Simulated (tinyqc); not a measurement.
Comparisons within one model: six-band hole subbands of a thin body in a field. A value that a table varies takes the place of the one given here.

Basis X, Y, Z times spin, hole energies counted downwards from the unstrained edge (the hydrostatic shift is left out), c = hbar^2/2m0. For a symmetric tensor T let C(T) have C_XX = L Txx + M (Tyy + Tzz), C_XY = N Txy (cyclic), L = c (g1 + 4 g2), M = c (g1 - 2 g2), N = 6 c g3. k = q + kz n, n the unit normal, q = k1 u + k2 v with u along the channel [1-10] and v = n x u. H = C(k k^T) + (Dso/3)(1 - L.sigma) - B + e F z with (L_k)_ij = -i epsilon_kij; B is the block C built from the traceless strain with 2b, -b and sqrt(3) d in place of L, M, N. Strain: exx = eyy = (s11 + s12) sx/2, ezz = s12 sx, exy = -s44 sx/4. Hard walls at z = 0 and t; basis sin(j pi z/t), j = 1 to Nz: kz^2 = (j pi/t)^2, kz = -i D with D_jl = 4 j l/(t (j^2 - l^2)), z_jj = t/2 and z_jl = -8 t j l/(pi (j^2 - l^2))^2 for j + l odd; 1 MV/cm = 0.01 eV/angstrom.

Nz = 14. E1 is the top subband at q = 0, gap the distance to the next pair, and the masses are c q^2/(E(q) - E1) at |q| = 0.02 1/angstrom (mean of the spin pair) along the channel [1-10] and across it in the plane; a dash marks a band that does not rise.

Constants: hbar^2/2m0 = 3.80998211 eV angstrom^2.

Values chosen for the exercise (near those of a p-type Ge channel; shifted at random, so the results belong to these values and not to a real crystal):
- g1 = 13.36 (Luttinger gamma1)
- g2 = 4.24 (gamma2)
- g3 = 5.69 (gamma3)
- Dso = 0.295 eV (spin-orbit splitting)
- b = -2.6 eV (tetragonal potential)
- d = -5.25 eV (trigonal potential)
- S = (9.87, -2.69, 14.69) 1/TPa (compliances s11, s12, s44)
- face = 110 (surface)
- t = 70 angstrom (body thickness)
- F = 0 MV/cm (field across the body)
- sx = 1 GPa (stress along the channel [1-10], negative in compression)

## Stress along the channel

Each row has its own sx.

Results:

| sx (GPa) | E1 (meV) | gap (meV) | m channel | m across |
|---|---|---|---|---|
| -3.0 | -86.8 | 24.1 | 0.037 | 0.180 |
| -2.0 | -45.0 | 26.9 | 0.039 | 0.166 |
| -1.0 | -7.8 | 31.8 | 0.041 | 0.138 |
| -0.5 | 7.4 | 35.9 | 0.045 | 0.117 |
| 0.0 | 18.8 | 42.1 | 0.053 | 0.094 |
| 0.5 | 24.9 | 51.2 | 0.069 | 0.074 |
| 1.0 | 25.0 | 62.9 | 0.092 | 0.062 |

What does this show?

Under 2 GPa of compression the channel mass goes from 0.053 to 0.039 m0, the mass across from 0.094 to 0.166; the gap to the next subband is 27, 42 and 63 meV at -2, 0 and +1 GPa. The lightest channel mass of the table, 0.037 m0, is at -3.0 GPa.

## Surface orientation and number of bands

Three faces, six bands; and four bands, with Dso set to 1000 eV.

Results:

| case | E1 (meV) | gap (meV) | m channel | m across |
|---|---|---|---|---|
| (001) 6 bands | 45.1 | 95.5 | 0.236 | 0.055 |
| (001) 4 bands | 50.1 | 104.8 | 0.144 | 0.063 |
| (110) 6 bands | 25.0 | 62.9 | 0.092 | 0.062 |
| (110) 4 bands | 27.9 | 63.3 | 0.070 | 0.068 |
| (111) 6 bands | 16.2 | 47.7 | 0.133 | 0.048 |
| (111) 4 bands | 23.0 | 48.1 | 0.086 | 0.055 |

What does this show, and why?

With six bands the top subband is shallowest on (111) (16.2 meV) and deepest on (001). Without the stress E1 would be 37.4, 18.8 and 15.2 meV, so the stress moves it by 7.7, 6.2 and 1.0 meV. The lightest channel mass is on (110) (0.092 m0). Dropping the split-off band moves E1 by 5.0, 2.9 and 6.8 meV and the gap by 9.3, 0.3 and 0.4 meV on the three faces, with Dso = 295 meV.

## What each parameter does

Six bands. Each row changes one parameter from the base and keeps the others.

Results:

| case | E1 (meV) | gap (meV) | m channel (m0) | m across (m0) |
|---|---|---|---|---|
| base | 25.0 | 62.9 | 0.092 | 0.062 |
| t = 80 angstrom | 18.2 | 53.3 | 0.107 | 0.060 |
| F = 0.3 MV/cm | 110.8 | 71.4 | 0.079 | 0.079 |
| sx = 0.5 GPa | 24.9 | 51.2 | 0.069 | 0.074 |
| g3 = 5.29 | 27.9 | 81.8 | 0.099 | 0.058 |
| g2 = 4.88 | 19.9 | 61.8 | 0.115 | 0.055 |
| Dso = 0.443 eV | 26.0 | 63.1 | 0.085 | 0.064 |
| d = -4.2 eV | 22.8 | 60.9 | 0.087 | 0.063 |

How do the results move?

The largest shifts from the base row, up to three for each result and ties (the steps differ in size, so this ranks the rows, not the parameters). E1 (meV): F +85.8, t -6.8, g2 -5.2. gap (meV): g3 +18.9, sx -11.8, t -9.6. m channel (m0): sx -0.023, g2 +0.023, t +0.015. m across (m0): F +0.017, sx +0.012, g2 -0.006.

tinyqc: `OMP_NUM_THREADS=1 python tinyqc.py 1280231 1280232 out.jsonl`; about 0.4 s, one thread, shared Intel(R) Xeon(R) Processor @ 2.30GHz.
